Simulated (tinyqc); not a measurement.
Potential-pH (Pourbaix) lines of a metal, its cation, its oxide and an oxyanion, with a complexing ligand: one step, computed by the program tinyqc. Command: `OMP_NUM_THREADS=1 python tinyqc.py 3011724 3011725 out.jsonl pourb walk`. One thread of a shared host (Intel(R) Xeon(R) Processor @ 2.30GHz), about 0.02 s of CPU time with the checks.

Potentials are against the standard hydrogen electrode; solids and water have unit activity; dG_f of M, H+ and the electron is zero; F = e N_A and s = R T ln(10)/F. The cation carries z = 2.

Question. Standard potentials. M2+ + 2e = M; MO + 2H+ + 2e = M + H2O; MO2(2-) + 4H+ + 2e = M + 2H2O. For each, E0 = -dG/(z F), and E = E0 + (s/z) log10 a - (s n_H/z) pH, with no activity term for the oxide.

Inputs (values chosen for the exercise, modelled on cobalt):

| quantity | value | unit |
|---|---|---|
| dG_f of the cation | -55.47 | kJ/mol |
| dG_f of the oxide | -215.18 | kJ/mol |
| dG_f of the oxyanion | -288.89 | kJ/mol |
| dG_f of water | -237.14 | kJ/mol |
| temperature T | 298.15 | K |

Species: M, M2+, MO, MO2(2-).

Constants: R = 8.314462618 J/(mol K); e = 1.602176634e-19 C; N_A = 6.02214076e+23 1/mol.

Give: s; E0.

Answer.

s = 0.059159 V

E0 (V): cation -0.28745, oxide 0.11380, oxyanion 0.96072

The metal is less noble than hydrogen.
